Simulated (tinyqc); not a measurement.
Carrier lifetime from Shockley-Read-Hall, radiative, Auger and surface recombination: one step, computed by the program tinyqc.

Energies are counted from the top of the valence band. Boltzmann statistics, full ionisation, and equal excess densities of electrons and holes.

Problem. Capture times and SRH densities. v = sqrt(3 k_B T/m) with m_e or m_h; tau_n0 = 1/(sigma_n v_n N_t), tau_p0 = 1/(sigma_p v_p N_t); n1 = N_c exp(-(E_g - E_t)/k_B T), p1 = N_v exp(-E_t/k_B T).

Inputs (values chosen for the exercise, with bands modelled on CdS):
```
quantity                          value   unit
gap E_g                            2.53     eV
electron mass m_e                 0.196    m_0
hole mass m_h                     0.774    m_0
temperature T                       300      K
doping N                        1.1e+18  cm^-3
trap level E_t                     1.48     eV
trap density N_t                2.3e+14  cm^-3
electron cross-section sigma_n  1.4e-16   cm^2
hole cross-section sigma_p        3e-16   cm^2
```

Doping: n-type. Surface term: two equal surfaces.

N_c = 2.177490e+18 cm^-3

N_v = 1.708769e+19 cm^-3

Constants: k_B = 1.380649e-23 J/K; m_0 = 9.1093837015e-31 kg; k_B = 8.617333262e-05 eV/K.

Give: v_n; v_p; tau_n0; tau_p0; n1; p1.

Solution.

v_n = 2.638e+07 cm/s

v_p = 1.328e+07 cm/s

tau_n0 = 1.177e-06 s

tau_p0 = 1.092e-06 s

n1 = 4.997 cm^-3

p1 = 2.343e-06 cm^-3

Caution: the doping is near the effective density of states, where Boltzmann statistics fail and the gap narrows.
